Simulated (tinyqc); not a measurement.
# Which input was changed?

Model: charge control and current of a heterostructure field-effect transistor. Computed by tinyqc, a small Python program. Command: `OMP_NUM_THREADS=1 python tinyqc.py 3011368 3011369 out.jsonl hemt which`. One thread of a shared host (Intel(R) Xeon(R) Processor @ 2.30GHz), about 0.08 s of CPU time with the checks.

Two subbands in a triangular well; E_F is counted from the conduction band edge of the channel at the interface.

Inputs (values chosen for the exercise, modelled on AlGaAs/GaAs):
```
quantity                                  value        unit
channel mass m                            0.066         m_0
permittivity eps (barrier and channel)     12.3           -
barrier thickness d                          42          nm
Schottky barrier phi_B                     0.89          eV
conduction band offset dE_c                0.19          eV
delta-doping density N_d                6.5e+12      1/cm^2
gate voltage V_G                              0           V
mobility mu                                6300  cm^2/(V s)
saturation velocity v_s                     1.6    1e7 cm/s
gate length L                               120          nm
source resistance R_S                      0.48      ohm mm
temperature T                               300           K
mixing                                      0.5           -
iteration cap                               200           -
spacer between delta layer and channel      3.4          nm
```

Charge source: delta doping. Velocity law: two-piece.

Constants: e = 1.602176634e-19 C; eps_0 = 8.8541878128e-12 F/m; k_B = 8.617333262e-05 eV/K; hbar = 1.054571817e-34 J s; m_0 = 9.1093837015e-31 kg; k_B = 1.380649e-23 J/K.

Method:
- Threshold V_T = phi_B - dE_c - e N_d (d - spacer)/(eps eps_0) (in volts); C_b = eps eps_0/d.
- Charge control: n_s = C_b (V_G - V_T - E_F/e)/e. Well: mean field F = e n_s/(2 eps eps_0), E_i = (hbar^2/2m)^(1/3) [(3 pi e F/2)(i + 3/4)]^(2/3), i = 0, 1; n_s = D k_B T sum_i ln(1 + exp((E_F - E_i)/k_B T)), D = m/(pi hbar^2), which is solved in closed form for E_F.
- Iteration from n_s = C_b (V_G - V_T)/(2e): E_F from n_s, n_out from the charge control, n_new = n_s + mixing (n_out - n_s), kept above n_s/10; stop when |n_out/n_s - 1| < 1e-9.
- C_g = e dn_s/dV_G = 1/(1/C_b + 1/C_q), 1/C_q = d(E_F/e)/d(e n_s) by a central difference of +/- 0.1 % in n_s; added distance dd = eps eps_0/C_q.
- With V = e n_s/C_g and V_c = v_s L/mu: for v = mu F up to v_s, I/W = C_g v_s V_c (sqrt(1 + (V/V_c)^2) - 1) and V_Dsat = V + V_c - sqrt(V^2 + V_c^2); g_m = dI/dV; extrinsic g_m/(1 + g_m R_S); f_T = g_m/(2 pi C_g L).

Problem. One of these inputs alone was changed, within the range given: permittivity eps (barrier and channel) (6.15 to 24.6); barrier thickness d (21 to 84); delta-doping density N_d (3.25e+12 to 1.3e+13); source resistance R_S (0.24 to 0.96). Which one, and to what value?

Results:
```
run     gate capacitance C_g (microfarad/cm^2)  extrinsic g_m (mS/mm)  saturation current I/W (mA/mm)
before                               0.2355953               319.1831                        1090.965
after                                0.2119603               291.6484                        1127.357
```

Solution.

Each candidate set to reproduce gate capacitance C_g, and what it then gives:
```
candidate                                    range searched  value needed  extrinsic g_m (mS/mm)  saturation current I/W (mA/mm)
permittivity eps (barrier and channel)         6.15 to 24.6         11.00                 291.65                          1127.4
barrier thickness d (nm)                           21 to 84         47.21                 291.65                          1149.2
delta-doping density N_d (1/cm^2)       3.25e+12 to 1.3e+13  out of reach                      -                               -
source resistance R_S (ohm mm)                 0.24 to 0.96     no effect                      -                               -
```

Only permittivity eps (barrier and channel) fits every result: it went from 12.3 to 11.0. The next best candidate, barrier thickness d, misses one result by 1.9 %.

Caution: E_F lies above the conduction band minimum of the barrier, so electrons would spill into the barrier.
